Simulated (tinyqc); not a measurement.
Pump-down curve: gas flow in a process chamber: flow regimes, conductance, effective pumping speed, pump-down, outgassing and purge. Computed by tinyqc, a small Python program. Command: `OMP_NUM_THREADS=1 python tinyqc.py 3120415 3120416 out.jsonl pump walk`. One thread of a shared host (Intel(R) Xeon(R) Processor @ 2.30GHz), about 0.07 s of CPU time with the checks.

Ideal gas, isothermal flow, a pump of constant speed at the end of a round pipe; process gas, volume gas and outgassing are given the same properties. 1 sccm = 101325 Pa x 1e-6 m^3/60 s x T/273.15 K.

Inputs (values chosen for the exercise, modelled on water vapour near room temperature):
```
quantity                     value            unit
molar mass M                 18.02           g/mol
molecular diameter            0.46              nm
viscosity eta                  9.9   micropascal s
temperature T                  350               K
chamber volume V               170               L
wall area                      0.9             m^2
pipe diameter d                  4              cm
pipe length l                   40              cm
pump speed S                    10             L/s
outgassing rate after 1 h  1.8e-06  Pa m^3/(s m^2)
outgassing exponent n            1               -
starting pressure p0           210              Pa
```

Constants: k_B = 1.380649e-23 J/K; u = 1.6605390666e-27 kg.

Method:
- Mean speed c = sqrt(8 k_B T/(pi m)); aperture conductance C_a = c pi d^2/16; molecular pipe C_m = C_a/(1 + 3 l/(4 d)) (Dushman form); viscous pipe C_v = pi d^4 p_mean/(128 eta l); Knudsen interpolation C = C_v + C_m (1 + x)/(1 + 1.24 x), x = d p_mean sqrt(m/(k_B T))/eta.
- Effective speed 1/S_eff = 1/S + 1/C_m; time constant V/S_eff; pressure at which the free path k_B T/(sqrt2 pi d_m^2 p) equals d.
- Pump-down: V dp/dt = -S_eff(p) p + q(t) A, with S_eff = S p_2/p, where p_2 solves C((p + p_2)/2) (p - p_2) = S p_2 at each moment, and q(t) = q_1 (1 h/(t + 10 s))^n; integrated adaptively. At long times p = q(t) A/S_eff.
- S_eff(p) is tabulated at 260 pressures and interpolated in ln p. Comparison columns: p0 exp(-t/time constant) with the molecular S_eff (0 below 1e-26 p0), and the outgassing limit.

time constant = 24.1726 s

S_eff in molecular flow = 7.03277 L/s

Pressure against time:
```
t (s)       p (Pa)  S_eff (L/s)  volume gas only (Pa)  outgassing limit (Pa)
0.3     2.0634e+02       9.9697            2.0741e+02             8.0511e-02
1       1.9804e+02       9.9684            2.0149e+02             7.5387e-02
3       1.7614e+02       9.9645            1.8549e+02             6.3789e-02
10      1.1691e+02       9.9467            1.3885e+02             4.1463e-02
30      3.6488e+01       9.8341            6.0705e+01             2.0732e-02
100     9.2823e-01       7.6484            3.3541e+00             7.5387e-03
300     3.1672e-03       7.0234            8.5564e-04             2.6750e-03
1000    8.4204e-04       7.0302            2.2688e-16             8.2105e-04
3600    2.3130e-04       7.0321                     0             2.2971e-04
20000   4.1493e-05       7.0326                     0             4.1442e-05
100000  8.2938e-06       7.0327                     0             8.2918e-06
```

What does the comparison show, and why?

From t = 300 s on the pressure is within 20 % of the outgassing limit, which falls only as (t + 10 s)^-1: walls, not volume, set the time to base pressure. Early on viscous flow raises S_eff to 9.97 L/s, 1.4 times its molecular value.
